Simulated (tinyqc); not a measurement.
# Diffusion length from constant photovoltage

Problem. In a thick sample with a thin depletion layer the excess density at its edge goes as flux/(1/alpha + L), so the flux needed for a fixed surface photovoltage is proportional to 1/alpha + L. Find L.

photon flux for the same photovoltage at absorption coefficients 150 and 1400 1/cm (relative units): [131.66667, 72.142857]

Answer. The line of flux against 1/alpha meets zero at -L.

slope against 1/alpha = 1.000 1/um
L = 65.00 um

Program tinyqc, `OMP_NUM_THREADS=1 python tinyqc.py 2430132 2430133 out.jsonl`; Intel Xeon 2.30GHz, shared host, one thread, about 0.02 s.
